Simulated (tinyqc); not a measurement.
Electron mobility of a polar semiconductor by Rode's iterative solution of the Boltzmann equation: one step, computed by the program tinyqc. Command: `OMP_NUM_THREADS=1 python tinyqc.py 3011460 3011461 out.jsonl rode walk`. One thread of a shared host (Intel(R) Xeon(R) Processor @ 2.30GHz), about 0.01 s of CPU time with the checks.

The distribution is f(E) + e F l(E) (-df/dE) cos(theta) for a weak field F, theta counted from the force; l(E) is a mean free path. Elastic processes enter by their momentum rate, polar optical phonons by out- and in-scattering terms. One valley only: where upper valleys lie close, measured mobilities are lower. The density n is prescribed, even where a narrow-gap material would have more intrinsic carriers.

Task: Fermi level and screening. Parabolic band: E = hbar^2 k^2/(2 m), speed v = hbar k/m, states per spin, volume and energy g(E) = m k/(2 pi^2 hbar^2). Masses are multiplied by m_0 and all formulas are in SI units. The reduced Fermi level eta = E_F/(k_B T) solves n = 2 Z int g f dE with f = 1/(1 + exp(x - eta)) (Z = 1 unless valleys are given); screening length L_s = sqrt(eps_s eps_0 k_B T/(e^2 dn/deta)), dn/deta = 2 Z int g f (1 - f) dE. Integrals over x = E/(k_B T) use 160 Gauss-Legendre points in u = sqrt(x) from 0 to sqrt(max(eta, 0) + 32). N_I = n (1 + C)/(1 - C).

Inputs (values chosen for the exercise, for a model polar semiconductor):
```
quantity                     value    unit
effective mass m             0.053     m_0
static permittivity eps_s     16.8       -
electron density n         1.9e+15  1/cm^3
compensation ratio C             0       -
temperature T                  150       K
```

Band: parabolic. Elastic processes: acoustic, piezoelectric, impurity.

Constants: k_B = 8.617333262e-05 eV/K; m_0 = 9.1093837015e-31 kg; e = 1.602176634e-19 C; hbar = 1.054571817e-34 J s; eps_0 = 8.8541878128e-12 F/m; k_B = 1.380649e-23 J/K.

Give: reduced Fermi level eta; screening length L_s; ionised impurity density N_I.

Result:

reduced Fermi level eta = -4.036

screening length L_s = 79.72 nm

ionised impurity density N_I = 1.90e+15 1/cm^3
